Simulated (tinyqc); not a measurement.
From results back to parameters: ellipsoidal valleys in the axes of a wafer and a channel. Two cases, with inputs chosen for the exercise.

Problem. A valley whose axis makes az^2 = 0.333333 with the surface normal has 1/mz = az^2/ml + (1 - az^2)/mt and mz md^2 = ml mt^2. Its confinement and density-of-states masses are given, and ml > mt.

Case 1.

mz, md (m0): 0.1226357  0.2967962

Case 2.

mz, md (m0): 0.2660248  0.3601273

Find: ml mt^2; mt; ml.

Solution. Put ml = (mz md^2)/mt^2 into the first relation and solve for mt below (mz md^2)^(1/3), the value at which ml = mt; a scan of that range finds one root.

Case 1.

ml mt^2 = 0.010803
mt = 0.084 m0
ml = 1.531 m0

Case 2.

ml mt^2 = 0.034501
mt = 0.197 m0
ml = 0.889 m0

Computed by tinyqc, one run a case: `OMP_NUM_THREADS=1 python tinyqc.py N N+1 out.jsonl` with N = 1881222, 1881277; one thread of a shared Intel(R) Xeon(R) Processor @ 2.30GHz, about 0.01 s a run at most.
